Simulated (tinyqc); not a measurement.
Inside a calculation. Method: Hueckel theory of the pi electrons, for the molecule BC=C(N)C=O (SMILES; centres numbered as the heavy atoms are written). Computed by tinyqc, a small Python program that keeps every step. Settings: charge = 0. Command: `OMP_NUM_THREADS=1 python tinyqc.py 28799 28800 out.jsonl` (the two numbers bound the seeds that draw the settings). One thread of a shared host (Intel(R) Xeon(R) Processor @ 2.60GHz), about 0.01 s of CPU time with the checks.

## The Hueckel matrix

Centres:
```
centre  z_r, pi electrons of the neutral centre        h
1B                                            0  -1.0000
2C                                            1   0.0000
3C                                            1   0.0000
4N                                            2   1.5000
5C                                            1   0.0000
6O                                            1   1.0000
```

Bonds:
```
i  j       k
1  2  0.7000
2  3       1
3  4  0.8000
3  5       1
5  6       1
```

H_rr = alpha + h_r beta, H_rs = k_rs beta for bonded centres.

Hueckel matrix in units of beta (H = alpha + beta A), order 1B, 2C, 3C, 4N, 5C, 6O:
$$\begin{pmatrix}
-1.0000 & 0.7000 & 0.0000 & 0.0000 & 0.0000 & 0.0000 \\
0.7000 & 0.0000 & 1.0000 & 0.0000 & 0.0000 & 0.0000 \\
0.0000 & 1.0000 & 0.0000 & 0.8000 & 1.0000 & 0.0000 \\
0.0000 & 0.0000 & 0.8000 & 1.5000 & 0.0000 & 0.0000 \\
0.0000 & 0.0000 & 1.0000 & 0.0000 & 0.0000 & 1.0000 \\
0.0000 & 0.0000 & 0.0000 & 0.0000 & 1.0000 & 1.0000
\end{pmatrix}$$

## Orbitals

pi electrons, sum of z_r less the charge = 6

Diagonalise; E = alpha + x beta with beta < 0, so the largest x are filled first; degenerate levels share their electrons. P = sum n_i c_ri c_si; each orbital has its largest coefficient positive (the first on a tie).

x values: [2.1815, 1.5807, 0.8511, -0.1786, -1.1589, -1.7758]

occupations: [2.0000, 2.0000, 2.0000, 0.0000, 0.0000, 0.0000]

coefficients, order 1B, 2C, 3C, 4N, 5C, 6O:
$$\begin{pmatrix}
0.0572 & -0.0113 & 0.2501 & -0.3903 & 0.7583 & 0.4546 \\
0.2601 & -0.0416 & 0.6613 & -0.4580 & -0.1721 & -0.5038 \\
0.5273 & -0.0579 & 0.3878 & 0.3550 & -0.3314 & 0.5765 \\
0.6191 & -0.5743 & -0.4781 & -0.1692 & 0.0997 & -0.1408 \\
0.3950 & 0.4095 & 0.0512 & 0.5300 & 0.4764 & -0.4072 \\
0.3343 & 0.7052 & -0.3442 & -0.4497 & -0.2207 & 0.1467
\end{pmatrix}$$

charge and bond-order matrix P, order 1B, 2C, 3C, 4N, 5C, 6O:
$$\begin{pmatrix}
0.1319 & 0.3615 & 0.2556 & -0.1553 & 0.0616 & -0.1498 \\
0.3615 & 1.0135 & 0.7921 & -0.2626 & 0.2391 & -0.3401 \\
0.2556 & 0.7921 & 0.8636 & 0.3485 & 0.4089 & 0.0039 \\
-0.1553 & -0.2626 & 0.3485 & 1.8832 & -0.0303 & -0.0669 \\
0.0616 & 0.2391 & 0.4089 & -0.0303 & 0.6527 & 0.8064 \\
-0.1498 & -0.3401 & 0.0039 & -0.0669 & 0.8064 & 1.4551
\end{pmatrix}$$

## Energy, charges, bond orders

E = sum n x; q_r = z_r - P_rr; bond order p = P_rs; free valence = sqrt(3) - sum of p over the bonds of the atom.

pi energy = 6 alpha + this times beta = 9.2265

pi charges: 1B -0.1319, 2C -0.0135, 3C 0.1364, 4N 0.1168, 5C 0.3473, 6O -0.4551

Bond orders and lengths from R = 1.517 - 0.180 p (angstrom, C-C alone):
```
bond       p       R
1-2   0.3615       -
2-3   0.7921  1.3744
3-4   0.3485       -
3-5   0.4089  1.4434
5-6   0.8064       -
```

free valence of the carbons: 2C 0.5785, 3C 0.1826, 5C 0.5168

gap between the highest filled and the next level = 1.0297 |beta|
